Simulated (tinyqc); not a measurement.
Electron mobility in a silicon inversion layer, empirical terms and Matthiessen rule: course of the iteration: inversion density for the measured current.

Inversion layer of sheet density Ns on a uniformly doped body, under a high-permittivity gate with an interlayer. The mobility terms are empirical power laws with prefactors chosen for the exercise; adding their inverses (Matthiessen) is itself an approximation.

I = (W/L) q Ns mu Vd. E = q (Ndep + eta Ns)/(eps0 eps_r) in MV/cm. With t = T/(300 K): muC = Ac (Ns/1e12 cm^-2) t/(Nb/1e17 cm^-3 + Nit/1e11 cm^-2), muP = Ap E^(-1/3) t^(-1.75), muS = As E^(-gs), muR = Ar exp(2 ti/lr)/t; 1/mu is the sum of the inverses. Ns(new) = I/((W/L) q mu Vd).

Stop when Ns changes by less than 1e5 cm^-2, or after 120 iterations.

Inputs (values chosen for the exercise); material values close to those of silicon:
- T = 300 K (temperature)
- eps_r = 11.7 (relative permittivity of the semiconductor)
- Nb = 6.3e17 cm^-3 (body doping)
- eta = 0.5 (weight of the inversion charge in the effective field)
- Ap = 431 cm^2/(V s) (phonon-limited mobility at 1 MV/cm and 300 K)
- As = 944 cm^2/(V s) (roughness-limited mobility at 1 MV/cm)
- gs = 2 (exponent of the roughness term)
- Ac = 3600 cm^2/(V s) (Coulomb prefactor)
- Nit = 1.5e11 cm^-2 (charge at the interface)
- Ar = 190 cm^2/(V s) (remote-phonon mobility without interlayer)
- ti = 0.9 nm (interlayer thickness)
- lr = 0.8 nm (decay length of remote phonons)
- WL = 5 (ratio W/L)
- Vd = 0.02 V (drain voltage)
- I = 7.69 uA (measured linear current)

Constants: q = 1.602176634e-19 C, eps0 = 8.8541878128e-14 F/cm where lengths are in cm. Results are converted to the units shown.

Ns at the start = 2.9e12 cm^-2
Ndep = 2.72968e12 cm^-2

Course of the iteration:
```
iteration	Ns (cm^-2)	|change| (cm^-2)
1	1.80021e12	1.10e12
2	1.92283e12	1.23e11
3	1.89660e12	2.62e10
4	1.90181e12	5.21e9
5	1.90076e12	1.05e9
6	1.90097e12	2.11e8
7	1.90092e12	4.26e7
8	1.90093e12	8.56e6
9	1.90093e12	1.72e6
10	1.90093e12	3.47e5
11	1.90093e12	6.98e4
```

Did this iteration meet its convergence test, and what does its course show?

Yes. Converged in 11 iterations. At the end each change is about 0.20 times the one before, with alternating sign: linear convergence.

Program tinyqc, `OMP_NUM_THREADS=1 python tinyqc.py 2510033 2510034 out.jsonl`; Intel Xeon 2.30GHz, shared host, one thread, about 0.01 s.
